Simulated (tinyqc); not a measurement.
Gas flow in a process chamber: flow regimes, conductance, effective pumping speed, pump-down, outgassing and purge: one step, computed by the program tinyqc.

Ideal gas, isothermal flow, a pump of constant speed at the end of a round pipe; process gas, volume gas and outgassing are given the same properties. 1 sccm = 101325 Pa x 1e-6 m^3/60 s x T/273.15 K.

Task: Molecular flow. Mean speed c = sqrt(8 k_B T/(pi m)); aperture conductance C_a = c pi d^2/16; molecular pipe C_m = C_a/(1 + 3 l/(4 d)) (Dushman form); viscous pipe C_v = pi d^4 p_mean/(128 eta l); Knudsen interpolation C = C_v + C_m (1 + x)/(1 + 1.24 x), x = d p_mean sqrt(m/(k_B T))/eta. Effective speed 1/S_eff = 1/S + 1/C_m; time constant V/S_eff; pressure at which the free path k_B T/(sqrt2 pi d_m^2 p) equals d.

Inputs (values chosen for the exercise, modelled on hydrogen near room temperature): molar mass M = 2.016 g/mol; molecular diameter = 0.27 nm; temperature T = 350 K; chamber volume V = 19 L; pipe diameter d = 2.5 cm; pipe length l = 11 cm; pump speed S = 40 L/s.

Constants: k_B = 1.380649e-23 J/K; u = 1.6605390666e-27 kg.

Give: mean speed c; C_a; C_m; S_eff in molecular flow; time constant; pressure where the free path equals d.

Result:

mean speed c = 1917 m/s

C_a = 235.3 L/s

C_m = 54.72 L/s

S_eff in molecular flow = 23.11 L/s

time constant = 0.8222 s

pressure where the free path equals d = 0.5968 Pa

The pipe passes on 58 % of the pump speed.
